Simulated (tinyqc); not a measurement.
## Quarter-wave Bragg mirror and the threshold of a vertical cavity: spectrum across the stop band

N pairs of lossless layers, each a quarter wave thick at lam, in the order nL, nH from the incident medium n0 to the exit medium ns; normal incidence, no dispersion. At wavelength lam + dw each layer has the phase d = (pi/2) lam/(lam + dw) and the matrix [[cos d, i sin d/n], [i n sin d, cos d]].

B = M11 + M12 ns, C = M21 + M22 ns; r = (n0 B - C)/(n0 B + C), T = 4 n0 ns/|n0 B + C|^2, R = |r|^2 = 1 - T. stop band, to first order in its width, (4 lam/pi) arcsin((nH - nL)/(nH + nL)).

Values chosen for this exercise; indices close to those of AlGaAs of two compositions:

| symbol | value | unit | meaning |
|---|---|---|---|
| lam | 850 | nm | design wavelength |
| nH | 3.516 |  | high index |
| nL | 3.037 |  | low index |
| N | 32 |  | number of pairs |
| n0 | 3.545 |  | index of the incident medium |
| ns | 3.506 |  | index of the exit medium |

Spectrum across the stop band:
```
dw (nm)	R	T (%)	|trace of the pair matrix|/2
-55	0.40523	59.477	0.98709
-44	0.16334	83.666	0.99599
-36	0.97746	2.2540	1.0011
-24	0.99841	0.15932	1.0066
-12	0.99952	0.047939	1.0097
12	0.99953	0.046998	1.0098
24	0.99867	0.13314	1.0070
36	0.99018	0.98186	1.0026
44	0.89570	10.430	0.99875
55	0.41950	58.050	0.99247
```

What does the comparison show?

The stop band is about 79.2 nm wide to first order; 6 of the 10 rows lie inside it (last column above one), where the field decays from pair to pair. T is 0.0479 and 0.0470 % in the two rows nearest the centre, against 0.0336 % at dw = 0, and 59.5 and 58.0 % in the outermost rows, where it oscillates with wavelength.

Computed by the program tinyqc: `OMP_NUM_THREADS=1 python tinyqc.py 2650032 2650033 out.jsonl`, one thread of a shared Intel Xeon 2.30GHz, about 0.01 s for the whole run.
